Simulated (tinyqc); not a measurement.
# Gate voltage for a given inversion charge

Inverse problem. p-type body, charge-sheet picture, depletion and inversion only, full ionisation (an idealisation for deep acceptors), Boltzmann statistics (rough once Na exp(x - xn) passes about Nc/7). In units of Vt: xg = (Vg - Vfb)/Vt, x = psi/Vt, G = gamma/sqrt(Vt), xn = (2 phiF + Vc)/Vt. The implicit equation is (xg - x)^2 = G^2 [x - 1 + exp(x - xn)] for x above about 3. Cox = eps0 eox/tox. ni = sqrt(Nc Nv) exp(-Eg/(2 Vt)), Eg in volts; phiF = Vt ln(Na/ni); gamma = sqrt(2 q eps0 eps_r Na)/Cox. N_inv = (Cox Vt G/q) [sqrt(x - 1 + exp(x - xn)) - sqrt(x - 1)]. Find x - xn, psi and Vg.

Values chosen for this exercise; band and dielectric values those of a made-up semiconductor: temperature T = 300 K; band gap Eg = 1.1 eV; relative permittivity eps_r = 14.4; conduction-band density of states at T Nc = 3.29e19 cm^-3; valence-band density of states at T Nv = 2.72e19 cm^-3; relative permittivity of the gate insulator (close to silicon dioxide) eox = 3.9; insulator thickness tox = 14 nm; acceptor density Na = 1.4e16 cm^-3; flat-band voltage Vfb = -0.37 V; channel-body voltage Vc = 0 V.

Constants: q = 1.602176634e-19 C, kB = 1.380649e-23 J/K, Vt = kB T/q, eps0 = 8.8541878128e-14 F/cm where lengths are in cm. Results are converted to the units shown.

N_inv = 2.5e10 cm^-2

Solution. N_inv rises steadily with x, so it fixes x; the implicit equation then gives xg directly.

x - xn = 1.270
psi = 0.7364 V
Vg = 0.6411 V

Numbers from tinyqc (`OMP_NUM_THREADS=1 python tinyqc.py 2122049 2122050 out.jsonl`; about 0.01 s on one thread of a shared Intel Xeon 2.30GHz).
